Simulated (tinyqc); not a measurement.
Weakening the contact bond: metal-induced gap states at the contact of a metal chain and a two-band chain.

The semiconductor alternates sites A at -Eg/2 and C at +Eg/2 with hopping -t; the gap runs from -Eg/2 to Eg/2. In the gap cosh(q a) = 1 + (Eg^2/4 - E^2)/(2 t^2) and the amplitude changes by -exp(-q a) a period. The metal has site energy 0 and hopping -tm; its end site has g_m = (E - i sqrt(4 tm^2 - E^2))/(2 tm^2). Sites 1, 2, ... count into the semiconductor, with energies e1, e2 alternating. The clean half chain has g1 = 1/(E - e1 - t^2 g2), g2 = 1/(E - e2 - t^2 g1), decaying root. With the contact G11 = 1/(1/g1 - tc^2 g_m), and the density on site j is -Im G_jj/pi = |psi_j/psi_1|^2 (-Im G11/pi), per spin, with psi_2/psi_1 = -t g2, psi_3/psi_2 = -t g1.

Constants: e^2/(4 pi eps0) = 14.39964547 eV angstrom.

Parameters, chosen for this exercise (gap and optical dielectric constant near those of Si; the chain itself is a model; the results hold for these values, not for the real material):
- Eg = 1.17 eV (gap)
- t = 2.4 eV (hopping in the semiconductor)
- tm = 2.84 eV (hopping in the metal)
- end = A (site that touches the metal)
- a = 3.84 angstrom (period (two sites); one chain for each area a^2)
- eps = 11.9 (dielectric constant)
- E = -0.46 eV (energy from mid-gap)

At the given E, tc is varied, as by a thin spacer. xi = 1/(2q), N = 2 (summed density)/a^2, S = 1/(1 + 4 pi e^2 N xi/eps) with xi and eps kept.

Against tc:
```
tc (eV)  D1 (1/eV)  summed density (1/eV)       S
0.10       0.00139                0.00592  0.8653
0.25       0.00868                0.03683  0.5077
0.50       0.03400                0.14432  0.2084
0.80       0.08085                0.34316  0.0997
1.20       0.14218                0.60346  0.0592
1.80       0.15961                0.67744  0.0531
2.50       0.11709                0.49698  0.0710
3.50       0.06832                0.28997  0.1158
```

What can be read from this table?

For a weak bond the density goes as tc^2 (ratio 6.23 between 0.25 and 0.1 eV, against 6.25). It is largest at tc = 1.8 eV among these rows and falls beyond, as the first site pairs off with the metal. S is 0.865 at 0.1 eV and has its least value, 0.053, in that row.

Program tinyqc; command `OMP_NUM_THREADS=1 python tinyqc.py 1482477 1482478 out.jsonl`; about 0.01 s on one thread of a shared Intel(R) Xeon(R) Processor @ 2.30GHz.
